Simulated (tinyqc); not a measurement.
Two branches across an indirect gap: complex band structure along [001] in sp3s* tight binding.

For k = (0, 0, kz) the phase sums are g0 = cos(phi) and g3 = i sin(phi), phi = kz a/4, and the s, pz, s* orbitals of anion (a) and cation (c) decouple from px, py. With z = exp(i phi), H(z) = H0 + z T + T^T/z for any complex z. H0 is diagonal (Esa, Epa, Exa, Esc, Epc, Exc). The anion-cation block is B(z) = z U + W/z and the cation-anion block z W^T + U^T/z, where U has Vss/2 (s,s), Vsapc/2 (s,z), -Vscpa/2 (z,s), Vxx/2 (z,z), Vxapc/2 (s*,z), -Vpaxc/2 (z,s*), and W has the same values with the s-z and s*-z signs reversed. |z| = 1 is a band state, |z| < 1 decays along [001] as exp(-kappa d) over a distance d, kappa = -(4/a) ln|z|. No spin-orbit coupling.

Values chosen for the exercise (out of a larger set: near a published set for Si, fitted to gaps, whose masses and valley positions are rough (light masses up to twice too heavy); not measured data): p = (-4.197, 1.724, -4.197, 1.724, 6.674, 6.674, -8.28, 1.701, 4.579, 5.717, 5.717, 5.383, 5.383) eV (order Esa, Epa, Esc, Epc, Exa, Exc, Vss, Vxx, Vxy, Vsapc, Vscpa, Vxapc, Vpaxc); a = 5.431 angstrom (lattice constant); Eg = 1.135 eV (top of the energy range, the indirect gap).

Ev = 0.02300 eV

The smallest kappa with Re kz = 0 and the smallest with Re kz > 0, at energies E from Ev; a dash: no such root.

Decay constants:

| E/Eg | E (eV) | kappa at Gamma (1/angstrom) | kappa off Gamma (1/angstrom) | its Re kz (2 pi/a) |
|---|---|---|---|---|
| 0.05 | 0.0568 | 0.0513 | 0.4371 | 0.723 |
| 0.20 | 0.2270 | 0.1009 | 0.4039 | 0.724 |
| 0.35 | 0.3972 | 0.1311 | 0.3666 | 0.725 |
| 0.50 | 0.5675 | 0.1538 | 0.3239 | 0.726 |
| 0.65 | 0.7378 | 0.1721 | 0.2730 | 0.728 |
| 0.80 | 0.9080 | 0.1872 | 0.2080 | 0.729 |
| 0.90 | 1.0215 | 0.1958 | 0.1480 | 0.730 |
| 0.97 | 1.1010 | 0.2013 | 0.0817 | 0.731 |

The branch from the valence band at Gamma decays more slowly below E/Eg of about 0.83, and the branch from the conduction valley above. The two differ in Re kz, so passing from one to the other needs kz from an abrupt interface, a steep field, a phonon or a defect. Valleys off the [001] axis, such as L, are not seen on these branches.

Run: tinyqc, `OMP_NUM_THREADS=1 python tinyqc.py 1481441 1481442 out.jsonl`; Intel(R) Xeon(R) Processor @ 2.30GHz, one thread, shared host; about 0.02 s of CPU time with all checks.
